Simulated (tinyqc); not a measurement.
Two-diode model of a solar cell: two steps of the calculation.

J is the current delivered and Vj = V + J Rs the junction voltage. J = X JL - J01 (exp(Vj/(n1 Vt)) - 1) - J02 (exp(Vj/(2 Vt)) - 1) - Vj/Rp. The photocurrent does not depend on voltage.

Parameters, values chosen for the exercise; values of the order met in cells of cadmium telluride:
- T = 323 K (temperature)
- JL = 28.1 mA/cm^2 (photocurrent at one sun)
- X = 1 suns (concentration)
- J01 = 3.2e-16 A/cm^2 (saturation current of the first diode)
- n1 = 1 (ideality factor of the first diode)
- Rs = 0 ohm cm^2 (series resistance)
- Rp = 3000 ohm cm^2 (shunt resistance)
- Pin = 100 mW/cm^2 (incident power at one sun)
- J02 = 2.9e-9 A/cm^2 (saturation current of the second diode (ideality 2))

Constants: q = 1.602176634e-19 C, kB = 1.380649e-23 J/K, Vt = kB T/q. Results are converted to the units shown.

Question 1. New Vj. Open circuit: J(Vj) = 0. G = -dJ/dVj = J01 exp(Vj/(n1 Vt))/(n1 Vt) + J02 exp(Vj/(2 Vt))/(2 Vt) + 1/Rp. Vj(new) = Vj + J/G.

Vj at the start = 0.78 V

Give: J; G; Vj after iteration 1.

Answer 1.

J = 23.84 mA/cm^2
G = 0.08074 S/cm^2
Vj after iteration 1 = 1.075 V

Question 2. Figures of merit. Jsc at V = 0, Voc at J = 0, the maximum power point where J (1 + 2 Rs G) = G Vj with G = -dJ/dVj; FF = Vmp Jmp/(Voc Jsc); efficiency Vmp Jmp/(X Pin). Empirical fill factor without parasitics FF0 = (v - ln(v + 0.72))/(v + 1), v = Voc/(n1 Vt).

Give: Jsc; Voc; Vmp; Jmp; FF; efficiency; FF0.

Answer 2.

Jsc = 28.100 mA/cm^2
Voc = 0.86726 V
Vmp = 0.73986 V
Jmp = 26.026 mA/cm^2
FF = 0.79012
efficiency = 19.255 %
FF0 = 0.86125

FF is 8.3 % below FF0. Removing one loss at a time changes the efficiency by: second diode +2.23, shunt +0.18 points.

Computed by the program tinyqc: `OMP_NUM_THREADS=1 python tinyqc.py 2280003 2280004 out.jsonl`, one thread of a shared Intel Xeon 2.30GHz, about 0.01 s for the whole run.
